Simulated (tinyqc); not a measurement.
Band filling: full bands against the rectangular model: Slater-Koster d bands of a bcc metal.

Slater-Koster d bands. For a bond with direction cosines (l, m, n) the 5 x 5 block is dds Ps + ddp Pp + ddd (1 - Ps - Pp), the projectors on sigma, pi and delta states about the bond; for instance <xy|xy> = 3 l^2 m^2 dds + (l^2 + m^2 - 4 l^2 m^2) ddp + (n^2 + l^2 m^2) ddd, <xy|yz> = 3 l m^2 n dds + l n (1 - 4 m^2) ddp + l n (m^2 - 1) ddd and <3z2-r2|3z2-r2> = (n^2 - (l^2 + m^2)/2)^2 dds + 3 n^2 (l^2 + m^2) ddp + (3/4)(l^2 + m^2)^2 ddd. H(k) sums the blocks times cos(k.R) over the neighbours; the d level is the zero of energy; k in 2 pi/a.

Neighbours: eight at (a/2)(1,1,1) and equivalents, and six at a(1,0,0) and equivalents with the integrals times f2.

Mesh: k = f1 b1 + f2 b2 + f3 b3 with fractions (j + 1/2)/N, j = 0 to N - 1, and b = (-1,1,1), (1,-1,1), (1,1,-1) for fcc, (0,1,1), (1,0,1), (1,1,0) for bcc, unit vectors for simple cubic. The lowest Nd/10 of all levels are filled with two electrons each; the bond energy is their sum per atom.

Parameters, chosen for this exercise (of the size met in Mo; not measured data):
```
symbol  value   unit  meaning
dds     -1.203  eV    dd sigma
ddp     0.553   eV    dd pi
ddd     -0.096  eV    dd delta
f2      0.487         factor on all three integrals for second neighbours
N       10            mesh
```

W = sqrt(12 mu2) with mu2 the mean square level on the mesh; rectangular model: Fermi level W (Nd/10 - 1/2), bond energy -W Nd (10 - Nd)/20. The Fermi level of the mesh is the highest filled level.

Per atom (eV):
```
Nd  EF, bands  bond energy, bands  EF, rectangle  bond energy, rectangle
1      -2.713              -3.041         -2.742                  -3.084
2      -2.135              -5.438         -2.056                  -5.483
3      -1.705              -7.368         -1.371                  -7.197
4      -0.771              -8.700         -0.685                  -8.225
5       0.500              -8.612          0.000                  -8.568
6       0.956              -7.834          0.685                  -8.225
7       1.267              -6.675          1.371                  -7.197
8       1.749              -5.191          2.056                  -5.483
9       2.543              -3.081          2.742                  -3.084
```

W = 6.854 eV
full width on the mesh = 7.934 eV

The bond energy is deepest at Nd = 4 (-8.700 eV); the rectangle has its minimum at 5. The two differ most at Nd = 7, by 0.522 eV or 6 % of the deepest value: the second moment fixes the parabola, and higher moments the rest. At Nd = 3 and 7 the bands give -7.368 and -6.675 eV, a skew towards less than half filling.

Computed by tinyqc, a small Python program: `OMP_NUM_THREADS=1 python tinyqc.py 1452075 1452076 out.jsonl` (the numbers bound the seed that draws the inputs); one thread of a shared host (Intel(R) Xeon(R) Processor @ 2.30GHz), about 0.03 s for the whole set of steps.
